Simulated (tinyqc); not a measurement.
Two-diode model of a solar cell: one step of the calculation.

J is the current delivered and Vj = V + J Rs the junction voltage. J = X JL - J01 (exp(Vj/(n1 Vt)) - 1) - J02 (exp(Vj/(2 Vt)) - 1) - Vj/Rp. The photocurrent does not depend on voltage.

Task. Figures of merit. Jsc at V = 0, Voc at J = 0, the maximum power point where J (1 + 2 Rs G) = G Vj with G = -dJ/dVj; FF = Vmp Jmp/(Voc Jsc); efficiency Vmp Jmp/(X Pin). Empirical fill factor without parasitics FF0 = (v - ln(v + 0.72))/(v + 1), v = Voc/(n1 Vt).

Values chosen for this exercise; values of the order met in cells of germanium: temperature T = 298.15 K; photocurrent at one sun JL = 48.8 mA/cm^2; concentration X = 0.1 suns; saturation current of the first diode J01 = 2.1e-6 A/cm^2; ideality factor of the first diode n1 = 1; series resistance Rs = 0 ohm cm^2; shunt resistance Rp = 7000 ohm cm^2; incident power at one sun Pin = 100 mW/cm^2; saturation current of the second diode (ideality 2) J02 = 2.2e-6 A/cm^2.

Constants: q = 1.602176634e-19 C, kB = 1.380649e-23 J/K, Vt = kB T/q. Results are converted to the units shown.

Wanted: Jsc; Voc; Vmp; Jmp; FF; efficiency; FF0.

Result.

Jsc = 4.880 mA/cm^2
Voc = 0.1985 V
Vmp = 0.1489 V
Jmp = 4.133 mA/cm^2
FF = 0.6354
efficiency = 6.154 %
FF0 = 0.6408

FF is 0.85 % below FF0. Removing one loss at a time changes the efficiency by: second diode +0.06, shunt +0.03 points.

Computed by the program tinyqc: `OMP_NUM_THREADS=1 python tinyqc.py 2280041 2280042 out.jsonl`, one thread of a shared Intel Xeon 2.30GHz, about 0.01 s for the whole run.
